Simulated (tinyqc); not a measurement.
# Changing the heavy mass M

Model: three-phonon processes in a diatomic chain: dispersion, energy and momentum conservation, and decay channels of optical phonons. Computed by tinyqc, a small Python program. Command: `OMP_NUM_THREADS=1 python tinyqc.py 3121125 3121126 out.jsonl threeph sweep`. One thread of a shared host (Intel(R) Xeon(R) Processor @ 2.30GHz), about 0.01 s of CPU time with the checks.

Cell length a, two atoms, one spring constant. x = q a/pi runs from -1 to 1; A and O are the acoustic and optical branches. Matrix elements are not computed: only conservation laws and occupation factors are followed.

Inputs (values chosen for the exercise, for a model chain): light mass m = 12 u; spring constant k = 7.3 eV/angstrom^2.

Constants: nu for 1 eV/(angstrom^2 u) = 15.6333042 THz.

Method. omega^2 = k (1/m + 1/M) -/+ k sqrt((1/m + 1/M)^2 - 4 sin^2(pi x/2)/(m M)); nu = 15.6333042 THz x sqrt(omega^2) for eV/(angstrom^2 u). Acoustic top sqrt(2 k/M), optical bottom sqrt(2 k/m), optical top sqrt(2 k (1/m + 1/M)).

One run for each value; columns: (1) heavy mass M (u); (2) optical top over twice the acoustic top; (3) optical bottom over twice the acoustic top; (4) optical width over acoustic top; (5) acoustic top (THz):
```
(1)     (2)    (3)     (4)    (5)
12.6  0.716  0.512  0.4071  16.83
15.6  0.758  0.570  0.3764  15.12
19.2  0.806  0.632  0.3475  13.63
24.0  0.866  0.707  0.3178  12.19
30.0  0.935  0.791  0.2897  10.91
34.8  0.987  0.851  0.2719  10.13
42.0  1.061  0.935  0.2505   9.22
54.0  1.173  1.061  0.2239   8.13
72.0  1.323  1.225  0.1963   7.04
```

Over the rows, optical top over twice the acoustic top rises from 0.716 to 1.32 (exponent d ln y / d ln x 0.27 between the first rows and 0.42 between the last); optical bottom over twice the acoustic top rises from 0.512 to 1.22 (exponent d ln y / d ln x about 0.50 throughout); optical width over acoustic top falls from 0.407 to 0.196 (exponent d ln y / d ln x -0.37 between the first rows and -0.46 between the last).
